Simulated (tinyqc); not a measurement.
## Thermal resistances of a two-die stack

Problem. Heat leaves through the lower die only, and the system is linear. Find the resistance R1 from the lower die to the coolant, R2 between the dies, and the rise of the upper die when both are powered.

Inputs (values chosen for the exercise):
```
symbol  value  unit                 meaning
P1         30     W  power of the lower die
P2        6.2     W  power of the upper die
```

rises of the lower and upper die with only the lower one powered (K): 18.9  18.9
rises of the lower and upper die with only the upper one powered (K): 3.906  6.944

Answer. With only the lower die powered no heat crosses R2, so both dies rise by P1 R1; the difference in the second test is P2 R2; rises add.

R1 = 0.630 K/W
R2 = 0.490 K/W
rise of the upper die = 25.8 K

Numbers from tinyqc (`OMP_NUM_THREADS=1 python tinyqc.py 2162137 2162138 out.jsonl`; about 0.03 s on one thread of a shared Intel Xeon 2.30GHz).
